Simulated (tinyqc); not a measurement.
Frequency dispersion of an accumulation capacitance by border traps, distributed model: one step of the calculation.

Traps spread evenly through the insulator exchange electrons with the semiconductor by tunnelling, with tau(x) = t0 exp(2 ka x) at depth x from the interface. The admittance per area Y seen at depth x obeys dY/dx = -Y^2/(i w eps0 eox) + q Nb ln(1 + i w tau)/tau, with Y(0) = i w Cs and w = 2 pi f; the gate sees Y(tox) = G + i w C. Working variable y = Y/(i w), in uF/cm^2. Cox = eps0 eox/tox.

Problem. Capacitance and conductance at the gate. Beyond xe the traps are ignored, so 1/y(tox) = 1/y(xe) + (tox - xe)/(eps0 eox); C = Re y, G/w = -Im y, loss tangent G/(w C).

Parameters, values chosen for the exercise; permittivity close to that of silicon dioxide:
```
symbol  value  unit                                  meaning
eox      3.85         relative permittivity of the insulator
tox       8.2    nm                      insulator thickness
xe        1.4    nm  depth down to which the steps are taken
```

Constants: eps0 = 8.8541878128e-14 F/cm where lengths are in cm. Results are converted to the units shown.

y at xe = 1.8621548-0.0190050i uF/cm^2

Find: y at the gate; C; G/w; loss tangent.

Solution.

y at the gate = 0.3950-0.0009i uF/cm^2
C = 0.3950 uF/cm^2
G/w = 8.550e-4 uF/cm^2
loss tangent = 0.002165

Program tinyqc, `OMP_NUM_THREADS=1 python tinyqc.py 2202023 2202024 out.jsonl`; Intel Xeon 2.30GHz, shared host, one thread, about 0.7 s.
